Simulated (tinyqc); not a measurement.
From results back to parameters: Weaire-Thorpe hybrids on a Bethe lattice: gap and dangling bond of an amorphous tetrahedral solid. Two cases, with inputs chosen for the exercise.

Problem. In the Weaire-Thorpe model the two p-like peaks lie at -V2 + V1 and V2 + V1, and the guaranteed gap is 2 V2 - 4 V1. The peak positions come from hidden V1 and V2.

Case 1.

peaks (eV): bonding -2.570, antibonding 6.070

Case 2.

peaks (eV): bonding -2.660, antibonding 6.020

Find: V1, V2; guaranteed gap; lowest possible level -3 V1 - V2.

Solution. The mean of the peaks is V1 and half their distance V2.

Case 1.

V1, V2 (eV): 1.75  4.32

guaranteed gap = 1.64 eV
lowest possible level -3 V1 - V2 = -9.57 eV

Case 2.

V1, V2 (eV): 1.68  4.34

guaranteed gap = 1.96 eV
lowest possible level -3 V1 - V2 = -9.38 eV

Computed by tinyqc, one run a case: `OMP_NUM_THREADS=1 python tinyqc.py N N+1 out.jsonl` with N = 1450728, 1450788; one thread of a shared Intel(R) Xeon(R) Processor @ 2.30GHz, about 0.03 s a run at most.
